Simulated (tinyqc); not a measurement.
Leakage currents through a thin dielectric: one step, computed by the program tinyqc.

Electrons leave an electrode with Fermi energy E_F above its band bottom; barriers are counted from the Fermi level, and both electrodes are alike. They cross the interlayer first.

Problem. Thermal currents. Schottky emission J = A T^2 exp(-(phi_B - sqrt(e^3 F/(4 pi k_o eps_0)))/k_B T), A = 4 pi e m k_B^2/h^3 with the tunnelling mass; Poole-Frenkel J = sigma_0 F exp(-(phi_t - sqrt(e^3 F/(pi k_o eps_0)))/k_B T); both use the field F of the dielectric and ignore the interlayer.

Inputs (values chosen for the exercise, modelled on TiO2):
```
quantity,value,unit
barrier height phi_B,0.617,eV
tunnelling mass m,0.56,m_0
optical permittivity k_o,6.07,-
trap depth phi_t,0.57,eV
Poole-Frenkel prefactor sigma_0,4.9e-07,S/cm
temperature T,200,K
```

Stack: dielectric on an interlayer.

field F = 0.5493562 MV/cm

Constants: e = 1.602176634e-19 C; eps_0 = 8.8541878128e-12 F/m; k_B = 8.617333262e-05 eV/K; m_0 = 9.1093837015e-31 kg; k_B = 1.380649e-23 J/K; h = 6.62607015e-34 J s.

Give: Schottky lowering; Poole-Frenkel lowering; Schottky current density; Poole-Frenkel current density.

Solution.

Schottky lowering = 0.1142 eV

Poole-Frenkel lowering = 0.2283 eV

Schottky current density = 5.741e-07 A/cm^2

Poole-Frenkel current density = 6.607e-10 A/cm^2

The Poole-Frenkel lowering is twice the Schottky one, because the charge of a trap is fixed while an image charge moves with the electron.
